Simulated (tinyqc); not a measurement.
Changing the total ligand c_L: potential-pH (Pourbaix) lines of a metal, its cation, its oxide and an oxyanion, with a complexing ligand. Computed by tinyqc, a small Python program. Command: `OMP_NUM_THREADS=1 python tinyqc.py 3009961 3009962 out.jsonl pourb sweep`. One thread of a shared host (Intel(R) Xeon(R) Processor @ 2.30GHz), about 0.01 s of CPU time with the checks.

Potentials are against the standard hydrogen electrode; solids and water have unit activity; dG_f of M, H+ and the electron is zero; F = e N_A and s = R T ln(10)/F. The cation carries z = 2.

Inputs (values chosen for the exercise, modelled on copper):
```
quantity                                      value      unit
dG_f of the cation                            65.59    kJ/mol
dG_f of the oxide                           -129.08    kJ/mol
dG_f of the oxyanion                        -211.86    kJ/mol
dG_f of water                               -237.14    kJ/mol
temperature T                                298.15         K
log10 of the dissolved activity a                -6         -
pH                                              6.2         -
potential E                                   -0.37         V
log10 of the stability constant beta of ML      8.1         -
pKa of HL                                         5         -
limiting current density i_L                0.00013    A/cm^2
molar volume V_m                               7.11  cm^3/mol
```

Species: M, M2+, MO, MO2(2-).

exchange current densities, metal and cathodic (A/cm^2): 6.2e-07  5.2e-12

Tafel slopes, anodic and cathodic (mV/decade): 60  150

Constants: R = 8.314462618 J/(mol K); e = 1.602176634e-19 C; N_A = 6.02214076e+23 1/mol.

Method:
- M2+ + 2e = M; MO + 2H+ + 2e = M + H2O; MO2(2-) + 4H+ + 2e = M + 2H2O. For each, E0 = -dG/(z F), and E = E0 + (s/z) log10 a - (s n_H/z) pH, with no activity term for the oxide.
- The metal is stable below the lowest of the three lines; above it, the species of the lowest line is stable. Water lines at 1 bar: hydrogen E = -s pH, oxygen E = -dG_f(water)/(2F) - s pH.
- The free ligand is c_L/(1 + 10^(pKa - pH)) (ligand in excess); dissolved metal is a in all, so the free cation is a/alpha, alpha = 1 + beta [L]; the cation line drops by (s/z) log10 alpha.
- Anodic i = i0a 10^((E - E_a)/b_a) with E_a the cation line with ligand; cathodic i = i0c 10^((E_c - E)/b_c) with E_c the oxygen line; supply caps the cathodic current, 1/i_c = 1/i(Tafel) + 1/i_L. E_corr makes the two currents equal. Without the cap it would be [b_c E_a + b_a E_c + b_a b_c log10(i0c/i0a)]/(b_a + b_c). Rate = i V_m/(z F). Films are left out.

One run for each value; columns: (1) total ligand c_L (mol/L); (2) log10 alpha; (3) cation line with ligand (V); (4) etch rate (nm/min); (5) that line less the oxide line (V):
```
(1)          (2)        (3)       (4)       (5)
1.00e-05  3.0738   0.071496  0.018780  -0.12170
4.00e-05  3.6756   0.053696  0.022804  -0.13950
2.00e-04  4.3745   0.033023  0.028565  -0.16017
7.00e-04  4.9185   0.016930  0.034031  -0.17626
3.00e-03  5.5506  -0.001765  0.041692  -0.19496
1.00e-02  6.0734  -0.017232  0.049303  -0.21043
6.00e-02  6.8516  -0.040249  0.063233  -0.23344
2.00e-01  7.3745  -0.055716  0.074701  -0.24891
1.00e+00  8.0734  -0.076391  0.093265  -0.26958
```

What does the table show, and why?

Over the rows, log10 alpha rises from 3.07 to 8.07; cation line with ligand (V) falls from 0.0715 to -0.0764; etch rate (nm/min) rises from 0.0188 to 0.0933 (exponent d ln y / d ln x about 0.14 throughout). Once beta [L] exceeds 1, each decade of ligand lowers the cation line by s/z; the etch rate rises with it.

Caution (all rows): other oxidation states, hydroxides and hydrides are left out, and the lines say nothing of rates. Caution (rows 1.00e-5, 4.00e-5, 2.00e-4, 7.00e-4, 0.00300): so near the reversible potential the back reaction matters and the Tafel form fails.
